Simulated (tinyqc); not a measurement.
Composition of the layer: band edges of strained Si(1-x)Ge(x) on relaxed Si(1-y)Ge(y).

Values are linear in the Ge fraction but for ED(x) = linear - CD x (1 - x) and a(x) = linear - Ca x (1 - x). Energies are on the common scale of Ev.

Coherent growth on a (001) face: e_par = (a(y) - a(x))/a(x), e_perp = -2 (C12/C11) e_par; exx = eyy = e_par, ezz = e_perp, no shear.

A valley with unit axis u lies at Ev + gap + (av + a_valley) tr(e) + Xu (u.e.u - tr(e)/3); the Delta axes are x, y, z and the L axes [111], [1-1-1], [-11-1], [-1-11]. The second-order shift of the Delta valleys under shear is left out; it lowers the pair normal to the sheared plane by tens of meV at a shear of 1 %.

Valence edges: Ev plus the levels of the 6 x 6 matrix of X, Y, Z times spin with -Dso/3 + l exx + m (eyy + ezz) on the diagonal (cyclic), n exy off it, l = av + 2 b, m = av - b, n = sqrt(3) d. Spin-orbit term (Dso/3) L.sigma on X, Y, Z with (L_k)_ij = -i epsilon_kij: <X+|H|Y+> = -i Dso/3, <X+|H|Z-> = Dso/3, <Y+|H|Z-> = -i Dso/3, <Z+|H|X-> = -Dso/3, <Z+|H|Y-> = i Dso/3, <X-|H|Y-> = i Dso/3, and their conjugates; + and - are the spin along z.

Inputs chosen for the exercise (end members near Si and Ge, in this order; the results hold for these values, not for the real material): a = (5.428, 5.657) angstrom (lattice constant); Dso = (0.044, 0.291) eV (spin-orbit splitting); av = (2.49, 1.25) eV (valence hydrostatic potential); b = (-2.08, -2.52) eV (tetragonal shear potential); d = (-4.76, -5.24) eV (trigonal shear potential); C11 = (167.3, 129.6) GPa; C12 = (64, 48.6) GPa; C44 = (80.5, 67.6) GPa; Ev = (0, 0.67) eV (top of the unstrained valence band); ED = (1.133, 0.937) eV (gap to the Delta valleys); EL = (1.985, 0.75) eV (gap to the L valleys); aD = (1.87, 1.43) eV (hydrostatic potential of the Delta gap); aL = (-3.27, -2.93) eV (hydrostatic potential of the L gap); XuD = (9.15, 9.07) eV (uniaxial potential, Delta); XuL = (16.4, 15.08) eV (uniaxial potential, L); CD = 0.18 eV (bowing of the Delta gap); Ca = 0.028 angstrom (bowing of the lattice constant); face = 001 (growth face); y = 0.67 (Ge fraction of the relaxed buffer).

The buffer is kept. dEc = Ec(buffer) - Ec(layer), dEv = Ev(layer) - Ev(buffer); buffer edges Ev(y) and Ev(y) + min(ED, EL). The digit behind Delta or L counts whole valleys.

Results:
```
x,e_par (%),lowest valleys,gap (eV),next valleys above (meV),valence splitting (meV),dEc (eV),dEv (eV)
0.12,2.25,Delta2,0.750,363,234,0.366,-0.154
0.25,1.74,Delta2,0.793,280,176,0.295,-0.126
0.37,1.25,Delta2,0.838,201,123,0.220,-0.096
0.50,0.72,Delta2,0.891,115,66,0.131,-0.060
0.62,0.21,Delta2,0.941,34,18,0.040,-0.019
0.75,-0.34,Delta4,0.913,55,27,-0.012,0.061
0.87,-0.87,Delta4,0.842,63,63,-0.037,0.156
1.00,-1.45,L4,0.739,32,96,-0.040,0.262
```

What does the comparison show, and why?

The gap is 0.750 eV in the first row and 0.739 eV in the last, with its largest listed value, 0.941 eV, at x = 0.62. The lowest valleys change: Delta2 to Delta4 between x = 0.62 and 0.75, Delta4 to L4 between x = 0.87 and 1.00. Per 0.1 of x the valence offset moves by +47 meV on average; the conduction offset lies between -40 and +366 meV. Electrons and holes sit on opposite sides in every row (type II). Offsets below about 30 meV are within the spread of parameter sets, so those rows do not settle the type. Strains above 2 % can be kept only in layers of a few nanometres.

(tinyqc, `OMP_NUM_THREADS=1 python tinyqc.py 1080768 1080769 out.jsonl`, Intel(R) Xeon(R) Processor @ 2.30GHz, 1 thread, shared host, about 0.01 s.)
